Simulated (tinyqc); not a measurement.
Inside a calculation. Method: plane-wave Kohn-Sham cycle with exchange-only LDA in a layered model solid. One step of it, computed by the program tinyqc.

Question. Iteration 2: levels at that k. Diagonalise the Hermitian matrix.

H (hartree), order -3, -2, -1, +0, +1, +2, +3:
```
[[0.454615, -0.077900, 0.012054, 0.000474, 0.000808, 0.000042, -0.000145],
 [-0.077900, 0.100726, -0.077900, 0.012054, 0.000474, 0.000808, 0.000042],
 [0.012054, -0.077900, -0.111607, -0.077900, 0.012054, 0.000474, 0.000808],
 [0.000474, 0.012054, -0.077900, -0.182385, -0.077900, 0.012054, 0.000474],
 [0.000808, 0.000474, 0.012054, -0.077900, -0.111607, -0.077900, 0.012054],
 [0.000042, 0.000808, 0.000474, 0.012054, -0.077900, 0.100726, -0.077900],
 [-0.000145, 0.000042, 0.000808, 0.000474, 0.012054, -0.077900, 0.454615]]
```

Give: eigenvalues.

Answer.

eigenvalues (hartree): [-0.2613, -0.1487, -0.0575, 0.1073, 0.1205, 0.4724, 0.4725]
